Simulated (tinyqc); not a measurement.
## Screening length from the swing

Question. In a simple model of a Schottky-barrier transistor a barrier thinner than d = 2.4 nm is transparent, so the effective barrier is pn - psi (1 - exp(-d/lam)) and the swing beyond flat band is Vt ln 10/(1 - exp(-d/lam)). Find the thermionic swing, lam, and the effective barrier at psi = 0.2 V.

Inputs (values chosen for the exercise): temperature T = 250 K; barrier for electrons at both contacts pn = 0.83 eV.

Constants: q = 1.602176634e-19 C, kB = 1.380649e-23 J/K, Vt = kB T/q. Results are converted to the units shown.

swing in the tunnelling range = 74.696850 mV/decade

Answer. The ratio of the two swings is 1 - exp(-d/lam).

Vt ln 10 = 49.6 mV/decade
lam = 2.20 nm
effective barrier = 0.697 eV

Numbers from tinyqc (`OMP_NUM_THREADS=1 python tinyqc.py 2390052 2390053 out.jsonl`; about 0.4 s on one thread of a shared Intel Xeon 2.30GHz).
